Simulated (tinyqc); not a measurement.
Free and trapped electrons in a MOS channel with a dense trap tail: one step of the calculation.

p-type body, charge-sheet picture, full ionisation (an idealisation for deep acceptors), Boltzmann statistics for free electrons. e = Ec - EF at the surface. Acceptor-like traps of density D(E) = D0 + De exp(-E/Ew) at depth E below Ec, from 0 to Eu, hold n_t = integral of D(E)/(1 + exp((e - E)/Vt)). psi = Eg - Vt ln(Nv/Na) - e; N_dep = sqrt(2 eps0 eps_r Na (psi - Vt)/q); n_f = sqrt(N_dep^2 + 2 eps0 eps_r Vt Nc exp(-e/Vt)/q) - N_dep; Vg = Vfb + psi + q (N_dep + n_t + n_f)/Cox, Cox = eps0 eox/tox.

Task. Charges and gate voltage. psi, N_dep, n_f and Vg as defined, with the n_t given; free share n_f/(n_f + n_t); apparent mobility mf n_f/(n_f + n_t); gate voltage spent on traps q n_t/Cox.

Inputs (values chosen for the exercise); band and dielectric values close to those of 4H silicon carbide: temperature T = 250 K; band gap Eg = 3.28 eV; relative permittivity eps_r = 9.81; conduction-band density of states at T Nc = 1.27e19 cm^-3; valence-band density of states at T Nv = 1.92e19 cm^-3; relative permittivity of the insulator eox = 3.9; insulator thickness tox = 28 nm; acceptor density Na = 3.5e16 cm^-3; flat-band voltage without trapped charge Vfb = -2.85 V; mobility of free electrons mf = 110 cm^2/(V s); Ec - EF at the surface e = 0.046 eV.

Constants: q = 1.602176634e-19 C, kB = 1.380649e-23 J/K, Vt = kB T/q, eps0 = 8.8541878128e-14 F/cm where lengths are in cm. Results are converted to the units shown.

n_t = 1.5934664e11 cm^-2

Wanted: psi; N_dep; n_f; Vg; free share; apparent mobility; gate voltage spent on traps.

Result.

psi = 3.098 V
N_dep = 1.081e12 cm^-2
n_f = 1.516e11 cm^-2
Vg = 2.056 V
free share = 48.76 %
apparent mobility = 53.64 cm^2/(V s)
gate voltage spent on traps = 0.2070 V

Numbers from tinyqc (`OMP_NUM_THREADS=1 python tinyqc.py 2222053 2222054 out.jsonl`; about 0.02 s on one thread of a shared Intel Xeon 2.30GHz).
